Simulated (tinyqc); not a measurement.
Inside a calculation. Method: Hubbard chain of 2 sites. One step of it, computed by the program tinyqc.

Question. Mean-field iteration 3. H(up) = T + U n(down), H(down) = T + U n(up); fill the lowest levels; n(new) = n + mixing (n(out) - n); E = tr T (rho up + rho down) + U sum n_up n_down of the output.

one-body matrix (hopping and site energies) (eV):
```
,1,2
1,0.000000,-1.030000
2,-1.030000,0.000000
```

U = 5.600000 eV

electrons, up and down: 1  1

mixing = 1

n(up) after iteration 2: 1 0.959086, 2 0.040914

n(down) after iteration 2: 1 0.040914, 2 0.959086

Give: levels, up; levels, down; energy; n(up) after iteration 3; n(down) after iteration 3.

Answer.

levels, up (eV): 0.030  5.570

levels, down (eV): 0.030  5.570

energy = -0.379 eV

n(up) after iteration 3: 1 0.964, 2 0.036

n(down) after iteration 3: 1 0.036, 2 0.964
